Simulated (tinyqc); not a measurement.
Worked calculation: Hueckel theory of the pi electrons, for the molecule c1ccc2cc3ncccc3cc2c1 (SMILES; centres numbered as the heavy atoms are written). Computed by tinyqc, a small Python program that keeps every step. Settings: charge = 0. Command: `OMP_NUM_THREADS=1 python tinyqc.py 25465 25466 out.jsonl` (the two numbers bound the seeds that draw the settings). One thread of a shared host (Intel(R) Xeon(R) Processor @ 2.60GHz), about 0.01 s of CPU time with the checks.

## The Hueckel matrix

Centres:
```
centre  z_r, pi electrons of the neutral centre         h
1C                                            1  0.000000
2C                                            1  0.000000
3C                                            1  0.000000
4C                                            1  0.000000
5C                                            1  0.000000
6C                                            1  0.000000
7N                                            1  0.500000
8C                                            1  0.000000
9C                                            1  0.000000
10C                                           1  0.000000
11C                                           1  0.000000
12C                                           1  0.000000
13C                                           1  0.000000
14C                                           1  0.000000
```

Bonds:
```
i    j         k
1    2         1
2    3         1
3    4         1
4    5         1
5    6         1
6    7         1
7    8  1.000000
8    9         1
9   10         1
10  11         1
11  12         1
12  13         1
13  14         1
14   1         1
13   4         1
11   6         1
```

H_rr = alpha + h_r beta, H_rs = k_rs beta for bonded centres.

Hueckel matrix in units of beta (H = alpha + beta A), order 1C, 2C, 3C, 4C, 5C, 6C, 7N, 8C, 9C, 10C, 11C, 12C, 13C, 14C:
```
[[0.000000, 1.000000, 0.000000, 0.000000, 0.000000, 0.000000, 0.000000, 0.000000, 0.000000, 0.000000, 0.000000, 0.000000, 0.000000, 1.000000],
 [1.000000, 0.000000, 1.000000, 0.000000, 0.000000, 0.000000, 0.000000, 0.000000, 0.000000, 0.000000, 0.000000, 0.000000, 0.000000, 0.000000],
 [0.000000, 1.000000, 0.000000, 1.000000, 0.000000, 0.000000, 0.000000, 0.000000, 0.000000, 0.000000, 0.000000, 0.000000, 0.000000, 0.000000],
 [0.000000, 0.000000, 1.000000, 0.000000, 1.000000, 0.000000, 0.000000, 0.000000, 0.000000, 0.000000, 0.000000, 0.000000, 1.000000, 0.000000],
 [0.000000, 0.000000, 0.000000, 1.000000, 0.000000, 1.000000, 0.000000, 0.000000, 0.000000, 0.000000, 0.000000, 0.000000, 0.000000, 0.000000],
 [0.000000, 0.000000, 0.000000, 0.000000, 1.000000, 0.000000, 1.000000, 0.000000, 0.000000, 0.000000, 1.000000, 0.000000, 0.000000, 0.000000],
 [0.000000, 0.000000, 0.000000, 0.000000, 0.000000, 1.000000, 0.500000, 1.000000, 0.000000, 0.000000, 0.000000, 0.000000, 0.000000, 0.000000],
 [0.000000, 0.000000, 0.000000, 0.000000, 0.000000, 0.000000, 1.000000, 0.000000, 1.000000, 0.000000, 0.000000, 0.000000, 0.000000, 0.000000],
 [0.000000, 0.000000, 0.000000, 0.000000, 0.000000, 0.000000, 0.000000, 1.000000, 0.000000, 1.000000, 0.000000, 0.000000, 0.000000, 0.000000],
 [0.000000, 0.000000, 0.000000, 0.000000, 0.000000, 0.000000, 0.000000, 0.000000, 1.000000, 0.000000, 1.000000, 0.000000, 0.000000, 0.000000],
 [0.000000, 0.000000, 0.000000, 0.000000, 0.000000, 1.000000, 0.000000, 0.000000, 0.000000, 1.000000, 0.000000, 1.000000, 0.000000, 0.000000],
 [0.000000, 0.000000, 0.000000, 0.000000, 0.000000, 0.000000, 0.000000, 0.000000, 0.000000, 0.000000, 1.000000, 0.000000, 1.000000, 0.000000],
 [0.000000, 0.000000, 0.000000, 1.000000, 0.000000, 0.000000, 0.000000, 0.000000, 0.000000, 0.000000, 0.000000, 1.000000, 0.000000, 1.000000],
 [1.000000, 0.000000, 0.000000, 0.000000, 0.000000, 0.000000, 0.000000, 0.000000, 0.000000, 0.000000, 0.000000, 0.000000, 1.000000, 0.000000]]
```

## Orbitals

pi electrons, sum of z_r less the charge = 14

Diagonalise; E = alpha + x beta with beta < 0, so the largest x are filled first; degenerate levels share their electrons. P = sum n_i c_ri c_si; each orbital has its largest coefficient positive (the first on a tie).

x values: [2.446986, 2.052515, 1.481895, 1.414214, 1.080397, 1.000000, 0.458857, -0.363887, -0.921112, -1.000000, -1.372537, -1.414214, -1.966474, -2.396639]

occupations: [2.000000, 2.000000, 2.000000, 2.000000, 2.000000, 2.000000, 2.000000, 0.000000, 0.000000, 0.000000, 0.000000, 0.000000, 0.000000, 0.000000]

coefficients, order 1C, 2C, 3C, 4C, 5C, 6C, 7N, 8C, 9C, 10C, 11C, 12C, 13C, 14C:
```
[[0.131058, -0.284730, -0.152466, 0.408248, -0.169493, 0.353553, 0.243051, 0.191805, -0.231202, 0.353553, 0.076594, 0.408248, -0.290528, 0.163874],
 [0.131655, -0.282132, -0.299738, 0.288675, 0.229864, 0.353553, -0.222357, 0.215881, -0.191364, -0.353553, -0.313895, -0.288675, 0.292901, -0.163502],
 [0.191100, -0.294351, -0.291714, 0.000000, 0.417838, 0.000000, -0.345081, -0.270361, 0.407470, 0.000000, 0.354240, 0.000000, -0.285454, 0.227981],
 [0.335964, -0.322028, -0.132552, -0.288675, 0.221566, -0.353553, 0.064014, -0.117500, -0.183962, 0.353553, -0.172312, 0.288675, 0.268437, -0.382887],
 [0.299473, -0.030912, -0.166544, -0.408248, 0.098235, 0.000000, 0.464301, 0.400969, -0.096793, 0.000000, 0.245400, -0.408248, 0.014549, 0.304117],
 [0.396842, 0.258582, -0.114248, -0.288675, -0.115433, 0.353553, 0.149033, -0.028408, 0.273119, -0.353553, -0.164509, 0.288675, -0.297046, -0.345972],
 [0.302712, 0.358811, -0.402976, 0.000000, -0.383477, 0.000000, -0.284268, -0.320140, -0.379165, 0.000000, 0.251317, 0.000000, 0.230948, 0.163140],
 [0.192534, 0.298477, -0.281433, 0.288675, -0.107135, -0.353553, -0.137338, 0.304973, 0.265717, 0.353553, -0.306093, -0.288675, -0.272582, -0.126587],
 [0.168415, 0.253818, -0.014078, 0.408248, 0.267728, -0.353553, 0.221250, 0.209164, 0.134410, -0.353553, 0.168806, 0.408248, 0.305077, 0.140243],
 [0.219575, 0.222489, 0.260571, 0.288675, 0.396388, 0.000000, 0.238859, -0.381085, -0.389523, 0.000000, 0.074400, -0.288675, -0.327344, -0.209525],
 [0.368883, 0.202844, 0.400217, 0.000000, 0.160528, 0.353553, -0.111648, -0.070492, 0.224385, 0.353553, -0.270923, 0.000000, 0.338637, 0.361912],
 [0.286233, -0.064731, 0.446756, 0.000000, -0.107521, 0.000000, -0.439123, 0.435144, -0.090279, 0.000000, 0.461961, 0.000000, -0.041530, -0.311876],
 [0.331526, -0.335705, 0.261829, 0.000000, -0.276693, -0.353553, -0.089847, -0.087851, -0.141228, -0.353553, -0.363135, 0.000000, -0.256969, 0.385543],
 [0.189043, -0.302280, 0.073800, 0.288675, -0.412984, 0.000000, 0.333882, -0.285676, 0.404327, 0.000000, 0.208768, -0.288675, 0.278416, -0.229245]]
```

charge and bond-order matrix P, order 1C, 2C, 3C, 4C, 5C, 6C, 7N, 8C, 9C, 10C, 11C, 12C, 13C, 14C:
```
[[1.001923, 0.586265, -0.002721, -0.217830, 0.005948, 0.117478, -0.010292, -0.078427, 0.004025, 0.068842, 0.000451, -0.201352, -0.001650, 0.737183],
 [0.586265, 0.994776, 0.736840, 0.006360, -0.200886, -0.008939, 0.068940, -0.020523, -0.080044, 0.018741, 0.116203, -0.010072, -0.217487, 0.004426],
 [-0.002721, 0.736840, 1.003856, 0.536297, -0.008527, -0.133221, 0.015300, 0.067323, -0.005806, -0.032682, -0.000721, 0.100069, 0.002364, -0.368405],
 [-0.217830, 0.006360, 0.536297, 0.991334, 0.603962, 0.014991, -0.127188, 0.030017, 0.114685, -0.025269, -0.182038, 0.011715, 0.485448, -0.004783],
 [0.005948, -0.200886, -0.008527, 0.603962, 1.020537, 0.611171, -0.045962, -0.193677, 0.014589, 0.094948, 0.002956, -0.402263, -0.005685, 0.100535],
 [0.117478, -0.008939, -0.133221, 0.014991, 0.611171, 0.962540, 0.521701, -0.061390, -0.213414, 0.042814, 0.485893, -0.014444, -0.183214, 0.005046],
 [-0.010292, 0.068940, 0.015300, -0.127188, -0.045962, 0.521701, 1.221265, 0.717829, -0.035670, -0.357221, -0.013302, 0.098897, 0.012076, -0.035035],
 [-0.078427, -0.020523, 0.067323, 0.030017, -0.193677, -0.061390, 0.717829, 0.888070, 0.591857, 0.086824, -0.215865, -0.036231, 0.113851, 0.014255],
 [0.004025, -0.080044, -0.005806, 0.114685, 0.014589, -0.213414, -0.035670, 0.591857, 1.010564, 0.733213, 0.002505, -0.200911, -0.004035, 0.070459],
 [0.068842, 0.018741, -0.032682, -0.025269, 0.094948, 0.042814, -0.357221, 0.086824, 0.733213, 0.926245, 0.534753, 0.034702, -0.129619, -0.014265],
 [0.000451, 0.116203, -0.000721, -0.182038, 0.002956, 0.485893, -0.013302, -0.215865, 0.002505, 0.534753, 1.001256, 0.606045, -0.000798, -0.131236],
 [-0.201352, -0.010072, 0.100069, 0.011715, -0.402263, -0.014444, 0.098897, -0.036231, -0.200911, 0.034702, 0.606045, 0.980201, 0.605604, 0.008873],
 [-0.001650, -0.217487, 0.002364, 0.485448, -0.005685, -0.183214, 0.012076, 0.113851, -0.004035, -0.129619, -0.000798, 0.605604, 1.001587, 0.535488],
 [0.737183, 0.004426, -0.368405, -0.004783, 0.100535, 0.005046, -0.035035, 0.014255, 0.070459, -0.014265, -0.131236, 0.008873, 0.535488, 0.995846]]
```

## Energy, charges, bond orders

E = sum n x; q_r = z_r - P_rr; bond order p = P_rs; free valence = sqrt(3) - sum of p over the bonds of the atom.

pi energy = 14 alpha + this times beta = 19.869727

pi charges: [-0.001923, 0.005224, -0.003856, 0.008666, -0.020537, 0.037460, -0.221265, 0.111930, -0.010564, 0.073755, -0.001256, 0.019799, -0.001587, 0.004154]

Bond orders and lengths from R = 1.517 - 0.180 p (angstrom, C-C alone):
```
bond          p         R
1-2    0.586265  1.411472
2-3    0.736840  1.384369
3-4    0.536297  1.420467
4-5    0.603962  1.408287
5-6    0.611171  1.406989
6-7    0.521701         -
7-8    0.717829         -
8-9    0.591857  1.410466
9-10   0.733213  1.385022
10-11  0.534753  1.420745
11-12  0.606045  1.407912
12-13  0.605604  1.407991
13-14  0.535488  1.420612
14-1   0.737183  1.384307
13-4   0.485448  1.429619
11-6   0.485893  1.429539
```

free valence of the carbons: [0.408603, 0.408946, 0.458914, 0.106345, 0.516918, 0.113285, 0.422365, 0.406981, 0.464085, 0.105360, 0.520402, 0.105511, 0.459380]

gap between the highest filled and the next level = 0.822744 |beta|
